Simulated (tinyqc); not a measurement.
The sixth-power law: interface roughness in a thin film (subband fluctuation and scattering).

Square well of width t, barriers V0, c = hbar^2/2m0: E1 solves k t + 2 atan[(k/mz)/(kappa/mb)] = pi, k = sqrt(mz E/c), kappa = sqrt(mb (V0 - E)/c). One interface is rough, so the subband edge fluctuates by G dt with G = |dE1/dt| (central difference of 0.01 angstrom; 2 E1/t for hard walls).

Gaussian roughness spectrum S(q) = pi D^2 Lc^2 exp(-q^2 Lc^2/4). Degenerate gas, taken to fill one subband (the second starts to fill once c kF^2/md exceeds E2 - E1, which is not tested here): kF = sqrt(2 pi Ns/gv), q = 2 kF sin(theta/2), 1/tau = (md/(2 pi c hbar)) G^2 times the integral from 0 to pi of S(q)(1 - cos theta)/eps(q)^2 dtheta, eps(q) = 1 + qs/q with screening (qs = gv md q0/(c eps), q0 = e^2/(4 pi eps0), form factors left out, which overstates the screening; other scattering is left out too, so these values lie far above measured mobilities in all but the thinnest films) or 1 without; mobility = tau c2/md with c2 = e/m0 = 1.75882e15 cm^2/(V s^2); 1e12/cm^2 = 1e-4/angstrom^2.

Constants: hbar^2/2m0 = 3.80998211 eV angstrom^2; hbar = 6.58211957e-16 eV s; e^2/(4 pi eps0) = 14.39964547 eV angstrom.

Parameters, chosen for this exercise (near those of a thin Ge channel on (111), one valley; the results hold for these values, not for the real material): mz = 1.577 m0 (confinement mass); V0 = 2.22 eV (barrier); mb = 0.32 m0 (barrier mass); md = 0.083 m0 (mass in the plane); gv = 1 (valleys); D = 1.5 angstrom (rms height of the roughness); Lc = 8 angstrom (correlation length); Ns = 2.2 x 1e12/cm^2 (sheet density); eps = 12.3 (mean dielectric constant at the channel); ts = (21, 27, 32, 38, 48, 61, 80) angstrom (thicknesses).

Screened mobility against thickness for the finite barrier and for hard walls.

Results:
```
t (angstrom)  E1 (meV)  G (meV/angstrom)  mobility (cm^2/(V s))  the same, hard walls
21                49.5             4.506               2.99e+05              2.29e+05
27                30.5             2.184               1.27e+06              1.04e+06
38                15.7             0.807               9.33e+06              8.05e+06
48                10.0             0.407               3.67e+07              3.27e+07
61                 6.2             0.201               1.51e+08              1.38e+08
80                 3.6             0.090               7.52e+08              7.01e+08
```

Give the missing row, t (angstrom) = 32.

Computed row:
```
t (angstrom)  E1 (meV)  G (meV/angstrom)  mobility (cm^2/(V s))  the same, hard walls
32                22.0             1.333               3.42e+06              2.87e+06
```

With hard walls G goes as 1/t^3 and the mobility as t^6. With the finite barrier the local exponent is 5.76 at the thin end and 5.92 at the thick end, since the envelope leaks out and softens the dependence. The least value is 2.99e+05 cm^2/(V s). EF - E1 = 63 meV exceeds about 3 E1, the distance to the next subband of the ladder, from 38 angstrom on, where the one-subband formula no longer holds. The gate field, which also presses carriers to the interface, is left out.

Program tinyqc; command `OMP_NUM_THREADS=1 python tinyqc.py 1281767 1281768 out.jsonl`; about 0.01 s on one thread of a shared Intel(R) Xeon(R) Processor @ 2.30GHz.
